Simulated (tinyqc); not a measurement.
Anisotropic wet etching of Si(100): plane rates, V-grooves, membranes and undercut: one step, computed by the program tinyqc.

A long slot opens the mask on a (100) wafer. The floor etches at R100; (111) walls stand at theta = arctan(sqrt2) = 54.7356 degrees to the surface and recede at R111 along their normal.

Problem. Shape after the time t. A misaligned edge exposes ledges and adds R100 sin(misalignment) to the lateral rate (a simple estimate): u = R111/sin(theta) + R100 sin(misalignment). Top width W = w + 2 u t; floor width b = W - 2 z/tan(theta) = W - sqrt2 z. The floor lasts until b = 0, at t_V = w/(sqrt2 R100 - 2u); depth z = R100 t before t_V and W/sqrt2 after.

Inputs (values chosen for the exercise, close to those used for tetramethylammonium hydroxide solutions):
```
quantity,value,unit
bath temperature T,65,C
"width w (mask opening along <110>, or membrane width in the design step)",7,um
misalignment of the mask,0.5,degrees
etch time t,27,min
```

R100 = 0.3776696 um/min

R111 = 0.01191553 um/min

Give: lateral rate u; time t_V to close the V; top width W; depth z; floor width b.

Solution.

lateral rate u = 0.017889 um/min

time t_V to close the V = 14.047 min

top width W = 7.9660 um

depth z = 5.6328 um

floor width b = 0 um

The groove has closed to a V and now deepens at sqrt2 u = 0.0253 um/min, 6.7 % of R100.
